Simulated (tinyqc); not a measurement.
Threshold of a short bulk MOSFET: charge sharing, barrier lowering, narrow width: one step of the calculation.

n-channel device on a p-type body, depletion approximation, full ionisation. Uniform doping N = Na. Vbi from Boltzmann statistics is rough for the degenerate source. Cox = eps0 eox/tox.

Question. Short-channel and narrow-width shifts. Charge sharing (trapezoid; it ignores Vds): F = (xj/L)(sqrt(1 + 2 Wd/xj) - 1), lowering = body term times F. Barrier lowering: th = exp(-L/(2 l)) + 2 exp(-L/l), lowering = th [2 (Vbi - 2 pB) + Vds], DIBL = th. Narrow width: rise = body term times xw Wd/W. VT by each model = VT0 - lowering + rise.

Inputs (values chosen for the exercise); band and dielectric values close to those of silicon: junction depth xj = 110 nm; drain-source voltage Vds = 0.05 V; gate width W = 760 nm; shape factor of the fringing depletion at the width edges xw = 0.7854; channel length L = 280 nm.

2 pB = 0.84481579 V
Wd = 125.19824 nm
body term = 0.19808412 V
VT0 = 0.052899903 V
Vbi = 1.0209311 V
l = 33.976344 nm

Wanted: F; lowering by charge sharing; th; lowering of the barrier; DIBL; narrow-width rise; VT, charge sharing; VT, barrier lowering.

Answer.

F = 0.31824
lowering by charge sharing = 63.038 mV
th = 0.016763
lowering of the barrier = 6.7428 mV
DIBL = 16.763 mV/V
narrow-width rise = 25.629 mV
VT, charge sharing = 0.015490 V
VT, barrier lowering = 0.071786 V

L is 8.24 scale lengths. The charge-sharing lowering is 9.35 times the barrier lowering; the first falls off as 1/L and the second exponentially. Both describe the same loss of gate control, so they are alternatives and are not added.

Numbers from tinyqc (`OMP_NUM_THREADS=1 python tinyqc.py 2002001 2002002 out.jsonl`; about 0.01 s on one thread of a shared Intel Xeon 2.30GHz).
